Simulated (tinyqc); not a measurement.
One anharmonic mode: perturbation theory, self-consistent phonons and exact levels: one step, computed by the program tinyqc. Command: `OMP_NUM_THREADS=1 python tinyqc.py 3001715 3001716 out.jsonl scp walk`. One thread of a shared host (Intel(R) Xeon(R) Processor @ 2.30GHz), about 0.03 s of CPU time with the checks.

V(x) = k x^2/2 + b x^4 for one coordinate x of mass M. A constant K > 0 gives hbar Omega = sqrt((hbar^2/u) K/M) with K in eV/angstrom^2 and M in u.

Task: Levels in the small basis. Diagonalise H.

Shape: single well.

H (meV):
```
[[2.98010, 0.00000, 0.13897, 0.00000, 0.08023, 0.00000],
 [0.00000, 9.03857, 0.00000, 0.40116, 0.00000, 0.17940],
 [0.13897, 0.00000, 15.29356, 0.00000, 0.79425, 0.00000],
 [0.00000, 0.40116, 0.00000, 21.74508, 0.00000, 1.31834],
 [0.08023, 0.00000, 0.79425, 0.00000, 28.39313, 0.00000],
 [0.00000, 0.17940, 0.00000, 1.31834, 0.00000, 35.23770]]
```

Give: levels.

Result:

levels (meV): [2.98, 9.03, 15.25, 21.63, 28.44, 35.37]
